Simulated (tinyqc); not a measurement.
Three surfaces against bond counting: Gupta-type many-body potential for a metal. Computed by tinyqc, a small Python program. Command: `OMP_NUM_THREADS=1 python tinyqc.py 3001562 3001563 out.jsonl gupta walk`. One thread of a shared host (Intel(R) Xeon(R) Processor @ 2.30GHz), about 0.01 s of CPU time with the checks.

E_i = sum_j A exp(-p (r_ij/r0 - 1)) - xi rho_i^gamma, with rho_i = sum_j exp(-2 q (r_ij/r0 - 1)); gamma = 1/2 is the tight-binding second-moment form. The crystal is fcc unless stated; d is the neighbour distance and a fixed number of shells is kept.

Inputs (values chosen for the exercise, modelled on platinum):
```
quantity                  value      unit
repulsion A               0.284        eV
hopping xi                 2.66        eV
decay p                    10.8         -
decay q                     3.9         -
reference distance r0     2.775  angstrom
shells kept                   1         -
embedding exponent gamma    0.5         -
```

Constants: 1 eV/angstrom^3 = 160.2176634 GPa; 1 eV/angstrom^2 = 16.02176634 J/m^2.

Method:
- fcc shells: d sqrt(k), k = 1..5, with 12, 6, 24, 12, 24 atoms; Omega = d^3/sqrt2.
- Equilibrium: dE/dd = 0; B = d^2 E''(d)/(9 Omega).
- Cut the crystal without relaxation; an atom in layer l keeps the neighbours that lie below the surface plane. Excess = E_i + E_c. Surface energy = sum of excesses over the layers, divided by the area per surface atom: (sqrt3/2) d^2 for (111), d^2 for (100), sqrt2 d^2 for (110).
- Bond counting with pair bonds charges E_c/12 for each missing nearest neighbour: 3, 4 and 6 per surface cell.

neighbour distance d = 2.78462 angstrom

cohesive energy E_c = 5.80800 eV

Surfaces:
```
face   missing bonds  excess (eV)  bond counting (eV)    ratio  surface energy (J/m^2)
(111)              3      0.39724              1.4520  0.27358                  0.9478
(100)              4      0.57393              1.9360  0.29645                  1.1859
(110)              6      0.89321              2.9040  0.30758                  1.3050
```

What does the comparison show, and why?

The order of surface energies is (111) < (100) < (110), with (110)/(111) = 1.377 against 1.225 from counting first-neighbour bonds. The excess is 0.27 to 0.31 of the bond-counting value: atoms with fewer neighbours have stronger bonds. Caution: relaxation, left out here, lowers surface energies. Caution: fitted second-moment potentials usually give surface energies well below measured ones.
